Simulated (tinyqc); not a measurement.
# Changing the film thickness h

Model: size effects in the resistivity of thin metal films and interconnect lines. Computed by tinyqc, a small Python program. Command: `OMP_NUM_THREADS=1 python tinyqc.py 3013006 3013007 out.jsonl size sweep`. One thread of a shared host (Intel(R) Xeon(R) Processor @ 2.30GHz), about 0.02 s of CPU time with the checks.

Electrons lose their drift at surfaces (a share 1 - p of the hits) and at grain boundaries (reflection R), besides bulk scattering.

Inputs (values chosen for the exercise, modelled on platinum):

| quantity | value | unit |
|---|---|---|
| bulk resistivity rho_b | 10.9 | microohm cm |
| bulk mean free path lambda | 7.63 | nm |
| specularity p | 0 | - |
| grain-boundary reflection R | 0.14 | - |
| grain size over thickness | 0.52 | - |

Geometry: film.

Method:
- D = (ratio) h.
- Mayadas-Shatzkes: alpha = (lambda/D) R/(1 - R); rho_b/rho = 1 - 3 alpha/2 + 3 alpha^2 - 3 alpha^3 ln(1 + 1/alpha).
- Fuchs-Sondheimer film: rho_b/rho = 1 - (3/(2 kappa))(1 - p) int_0^1 (s - s^3)(1 - exp(-kappa/s))/(1 - p exp(-kappa/s)) ds, f = rho/rho_b, kappa = thickness/lambda, 80 Gauss-Legendre points.
- Both together (Mayadas-Shatzkes film): rho_b/rho = (rho_b/rho of the grains alone) - (6/(pi kappa))(1 - p) int_0^(pi/2) dphi int_0^1 ds (cos^2 phi/H^2)(s - s^3)(1 - exp(-kappa H/s))/(1 - p exp(-kappa H/s)), H = 1 + alpha/(cos phi sqrt(1 - s^2)), 40 x 80 Gauss-Legendre points.
- Sheet resistance rho/h; additive estimate rho_b (f_surface + f_grain - 1).

One run for each value:

| film thickness h (nm) | resistivity rho (microohm cm) | sheet resistance (ohm) | rho/rho_b from surfaces | rho/rho_b from grains | error of the additive estimate (%) |
|---|---|---|---|---|---|
| 3.0 | 35.05 | 1.168e+02 | 2.146 | 2.103 | 1.040e+00 |
| 5.3 | 24.65 | 4.651e+01 | 1.667 | 1.633 | 1.730e+00 |
| 9.4 | 18.64 | 1.983e+01 | 1.372 | 1.362 | 1.419e+00 |
| 17.0 | 15.14 | 8.907e+00 | 1.196 | 1.203 | 7.460e-01 |
| 29.0 | 13.36 | 4.607e+00 | 1.109 | 1.120 | 3.087e-01 |
| 51.0 | 12.29 | 2.409e+00 | 1.059 | 1.069 | 1.024e-01 |
| 91.0 | 11.67 | 1.283e+00 | 1.032 | 1.039 | 3.200e-02 |
| 160.0 | 11.34 | 7.087e-01 | 1.018 | 1.022 | 1.037e-02 |
| 280.0 | 11.15 | 3.983e-01 | 1.010 | 1.013 | 3.403e-03 |
| 500.0 | 11.04 | 2.208e-01 | 1.006 | 1.007 | 1.072e-03 |

What does the table show, and why?

Over the rows, resistivity rho (microohm cm) falls from 35.1 to 11.0 (exponent d ln y / d ln x -0.62 between the first rows and -0.017 between the last); sheet resistance (ohm) falls from 117 to 0.221 (exponent d ln y / d ln x -1.6 between the first rows and -1.0 between the last); rho/rho_b from surfaces falls from 2.15 to 1.01 (exponent d ln y / d ln x -0.44 between the first rows and -0.0078 between the last). At the high end the exponent of resistivity rho is -0.02, close to 0: bulk behaviour. At the high end the exponent of sheet resistance is -1.02, close to -1: bulk resistivity over thickness.
